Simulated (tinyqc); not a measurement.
Sheet resistance of a shallow doped layer with concentration-dependent mobility and limited activation: one step, computed by the program tinyqc. Command: `OMP_NUM_THREADS=1 python tinyqc.py 3011135 3011136 out.jsonl irvin walk`. One thread of a shared host (Intel(R) Xeon(R) Processor @ 2.30GHz), about 0.02 s of CPU time with the checks.

A layer of one dopant lies in a background of the opposite type. Current flows parallel to the surface down to the junction; depletion is ignored.

Question. Local values. C(x) = C_s exp(-x^2/(2 l^2)). Active density N = min(C, C_a); carriers n = N - C_B; mobility mu = mu_min + (mu_max - mu_min)/(1 + ((N + C_B)/N_r)^alpha). Conductivity e n mu. Depths are 0, 0.2, 0.4, 0.6, 0.8 and 0.95 of x_j.

Inputs (values chosen for the exercise, modelled on antimony in silicon):
```
quantity                      value        unit
surface concentration C_s     4e+20      1/cm^3
length l                        5.2          nm
background C_B              4.1e+16      1/cm^3
mobility floor mu_min          60.6  cm^2/(V s)
mobility mu_max                1410  cm^2/(V s)
reference density N_r      9.25e+16      1/cm^3
exponent alpha                0.705           -
anneal temperature T            750           C
```

Profile: Gaussian.

junction depth x_j = 22.28811 nm

active limit C_a = 7.706008e+18 1/cm^3

Constants: e = 1.602176634e-19 C.

Give: Along the depth.

Answer.

Along the depth:
```
x (nm)  C (1/cm^3)  N (1/cm^3)  mu (cm^2/(V s))  conductivity (S/cm)
0.00     4.000e+20   7.706e+18            117.6                144.4
4.46     2.770e+20   7.706e+18            117.6                144.4
8.92     9.200e+19   7.706e+18            117.6                144.4
13.37    1.465e+19   7.706e+18            117.6                144.4
17.83    1.119e+18   1.119e+18            254.8                 44.0
21.17    1.004e+17   1.004e+17            635.1                  6.0
```
